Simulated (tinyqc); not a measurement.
Inside a calculation. Model: carrier lifetime of an n-type layer with SRH, radiative, Auger and surface recombination.

tinyqc, about 0.01 s, one thread, Intel Xeon 2.30GHz (shared host): `OMP_NUM_THREADS=1 python tinyqc.py 2300015 2300016 out.jsonl` Printed values are rounded.

Uniform excess density dn = dp (no trapping), n = n0 + dn, p = p0 + dn, Boltzmann statistics, full ionisation. Surfaces enter as a rate 2 S dn/d, which holds while diffusion to them is fast.

Values chosen for this exercise; band and dielectric values those of a made-up semiconductor:
- T = 300 K (temperature)
- Eg = 0.867 eV (band gap)
- Nc = 2.29e19 cm^-3 (conduction-band density of states at T)
- Nv = 2.27e19 cm^-3 (valence-band density of states at T)
- B = 4.38e-15 cm^3/s (radiative coefficient)
- N = 2.1e15 cm^-3 (donor density)
- Cn = 7.1e-31 cm^6/s (Auger coefficient (two electrons))
- Cp = 5.5e-31 cm^6/s (Auger coefficient (two holes))
- Nt = 1e12 cm^-3 (trap density)
- sn = 8e-15 cm^2 (capture cross-section for electrons)
- sp = 5e-16 cm^2 (capture cross-section for holes)
- vth = 2.3e7 cm/s (thermal velocity (both carriers))
- Et = 0.53 eV (trap level below the conduction band)
- S = 4 cm/s (surface recombination velocity (both faces))
- d = 10 um (sample thickness)
- G = 3.3e18 cm^-3 s^-1 (generation rate)

Constants: q = 1.602176634e-19 C, kB = 1.380649e-23 J/K, Vt = kB T/q. Results are converted to the units shown.

## Equilibrium densities and SRH constants

ni = sqrt(Nc Nv) exp(-Eg/(2 Vt)), Eg in volts; majority density N/2 + sqrt(N^2/4 + ni^2), n0 p0 = ni^2; n1 = Nc exp(-Et/Vt), p1 = Nv exp((Et - Eg)/Vt); tn0 = 1/(sn vth Nt), tp0 = 1/(sp vth Nt).

ni = 1.18974e12 cm^-3
n0 = 2.10000e15 cm^-3
p0 = 6.74036e8 cm^-3
n1 = 2.85909e10 cm^-3
p1 = 4.95080e13 cm^-3
tn0 = 5.43478e-6 s
tp0 = 8.69565e-5 s

## Starting value

dn = 8e12 cm^-3.

dn at the start = 8e12 cm^-3

## Iteration 1: new dn

With e = n p - ni^2 = dn (n0 + p0 + dn): U_SRH = e/(tp0 (n + n1) + tn0 (p + p1)), U_rad = B e, U_Aug = (Cn n + Cp p) e, U_s = 2 S dn/d. Substitution: tau = dn/U with U the sum, dn(new) = G tau.

U_SRH = 9.18422e16 cm^-3 s^-1
U_rad = 7.38644e13 cm^-3 s^-1
U_Aug = 2.53142e13 cm^-3 s^-1
U_s = 6.4e16 cm^-3 s^-1
tau = 5.13013e-5 s
dn after iteration 1 = 1.69294e14 cm^-3

## Iteration 2: new dn

As before.

U_SRH = 1.93520e18 cm^-3 s^-1
U_rad = 1.68270e15 cm^-3 s^-1
U_Aug = 6.54761e14 cm^-3 s^-1
U_s = 1.35436e18 cm^-3 s^-1
tau = 5.14277e-5 s
dn after iteration 2 = 1.69711e14 cm^-3

## Iteration 3: new dn

As before.

U_SRH = 1.93995e18 cm^-3 s^-1
U_rad = 1.68716e15 cm^-3 s^-1
U_Aug = 6.56696e14 cm^-3 s^-1
U_s = 1.35769e18 cm^-3 s^-1
tau = 5.14280e-5 s
dn after iteration 3 = 1.69712e14 cm^-3

## Course of the iteration

Stop when the step is below 1e-10 of the value, or after 40 iterations.

Course of the iteration:

| iteration | dn before the step (cm^-3) | step (cm^-3) |
|---|---|---|
| 1 | 8e12 | 1.61e14 |
| 2 | 1.69294e14 | 4.17e11 |
| 3 | 1.69711e14 | 9.96e8 |
| 4 | 1.69712e14 | 2.38e6 |
| 5 | 1.69712e14 | 5680 |

Converged in 5 iterations. At the solution d ln U/d ln dn = 1.00, so the logarithmic slope of the map is 1 - 1.00 = 0.00; its size is below 1, so substitution contracts.

## Lifetime, shares and quasi-Fermi splitting

converged dn = 1.69712e14 cm^-3

With e = n p - ni^2 = dn (n0 + p0 + dn): U_SRH = e/(tp0 (n + n1) + tn0 (p + p1)), U_rad = B e, U_Aug = (Cn n + Cp p) e, U_s = 2 S dn/d. tau = dn/U, shares of U, splitting Vt ln(n p/ni^2), radiative efficiency U_rad/U.

tau = 5.14280e-5 s
shares (%): SRH 58.7866, radiative 0.0511, Auger 0.0199, surface 41.1424
quasi-Fermi splitting = 0.323513 V

SRH recombination takes the largest share. dn is 0.081 times the doping: low injection.
